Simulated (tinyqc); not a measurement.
# Ellipsometry and reflectance of a transparent film on an absorbing substrate: two studies

Air (index 1), film, substrate with N2 = n2 - i k2; time factor exp(+i w t). q_j = sqrt(N_j^2 - sin^2 th), root with positive real part. Fresnel coefficients r_s = (q_a - q_b)/(q_a + q_b), r_p = (N_b^2 q_a - N_a^2 q_b)/(N_b^2 q_a + N_a^2 q_b). tan(Psi) exp(i Delta) = R_p/R_s, Delta taken from 0 to 360 degrees.

Values chosen for this exercise; indices close to those of silicon nitride on silicon:
```
symbol  value     unit                                  meaning
lam       405       nm                               wavelength
th         60  degrees                       angle of incidence
n1      2.038                     index of the transparent film
d         1.5       nm                           film thickness
n2       5.42                            index of the substrate
k2      0.329           extinction coefficient of the substrate
```

Each table varies one quantity; the others keep the values above.

## Psi and Delta against the film thickness

beta = 2 pi d q1/lam, X = exp(-2 i beta), R = (r01 + r12 X)/(1 + r01 r12 X) for p and s. The last column is the derivative of Delta.

Result of one run:
```
d (nm)  Psi (degrees)  Delta (degrees)  |R_p|^2  |R_s|^2  dDelta/dd (degrees/nm)
98             29.403           201.47  0.21182  0.66697                 -2.0191
```

What becomes of these results when the film thickness d is changed from 98 to 0 nm, all else the same?

Result of the changed run:
```
d (nm)  Psi (degrees)  Delta (degrees)  |R_p|^2  |R_s|^2  dDelta/dd (degrees/nm)
0              29.402           177.84  0.21860  0.68838                 -2.0048
```

The whole series:
```
d (nm)  Psi (degrees)  Delta (degrees)  |R_p|^2   |R_s|^2  dDelta/dd (degrees/nm)
0              29.402           177.84  0.21860   0.68838                 -2.0048
12             29.385           153.67  0.20875   0.65830                 -2.0293
24             29.912           129.06  0.18547   0.56037                 -2.0705
37             34.449           101.81  0.15603   0.33158                 -2.1596
49             57.571           65.695  0.13876  0.056010                 -5.9392
61             51.190           283.66  0.14071  0.091027                 -4.0211
73             33.217           252.91  0.16078   0.37500                 -2.1122
86             29.773           225.92  0.19052   0.58217                 -2.0562
98             29.403           201.47  0.21182   0.66697                 -2.0191
110            29.402           177.37  0.21857   0.68830                 -2.0050
```

Psi moves up and down between 29.4 and 57.6 degrees. The period is 109.8 nm, after which Psi and Delta return to the values of the bare substrate, so one angle and wavelength fix d only up to a multiple of it. The size of the slope of Delta runs from 2.00 to 5.94 degrees/nm among the rows; Delta is counted modulo 360 degrees, and sharper features can lie between the rows.

## Effect of the angle of incidence

Same model as above.

dDelta/dd is the derivative of Delta; period lam/(2 q1).

Result of one run:
```
th (degrees)  Psi (degrees)  Delta (degrees)  |R_p|^2  |R_s|^2  dDelta/dd (degrees/nm)  period (nm)
65                   25.116           172.88  0.16008  0.72849                 -2.7592       110.94
```

What becomes of these results when the angle of incidence th is changed from 65 to 50 degrees, all else the same?

Result of the changed run:
```
th (degrees)  Psi (degrees)  Delta (degrees)  |R_p|^2  |R_s|^2  dDelta/dd (degrees/nm)  period (nm)
50                   35.369           177.03  0.31143  0.61806                 -1.1538       107.23
```

The whole series:
```
th (degrees)  Psi (degrees)  Delta (degrees)    |R_p|^2  |R_s|^2  dDelta/dd (degrees/nm)  period (nm)
50                   35.369           177.03    0.31143  0.61806                 -1.1538       107.23
55                   32.721           176.11    0.26865  0.65079                 -1.5111       108.51
60                   29.399           174.83    0.21828  0.68754                 -2.0058       109.77
65                   25.116           172.88    0.16008  0.72849                 -2.7592       110.94
70                   19.390           169.29   0.095859  0.77379                 -4.1232       111.98
75                   11.488           159.36   0.034015  0.82356                 -7.6578       112.84
80                   4.5389           69.434  0.0055322  0.87786                  3.7390       113.49
85                   20.486           9.9248    0.13075  0.93670                  3.5249       113.90
```

Psi goes from 35.4 through a minimum of 4.54 (at th = 80 among the rows listed) to 20.5 degrees and |R_p|^2 goes from 0.311 through a minimum of 0.00553 (at th = 80 among the rows listed) to 0.131. The slope of Delta is largest in size, 7.66 degrees/nm, at th = 75 among the rows. The bare substrate has its smallest |R_p| near arctan(n2) = 79.5 degrees.

tinyqc, about 0.01 s, one thread, Intel Xeon 2.30GHz (shared host): `OMP_NUM_THREADS=1 python tinyqc.py 2870161 2870162 out.jsonl`
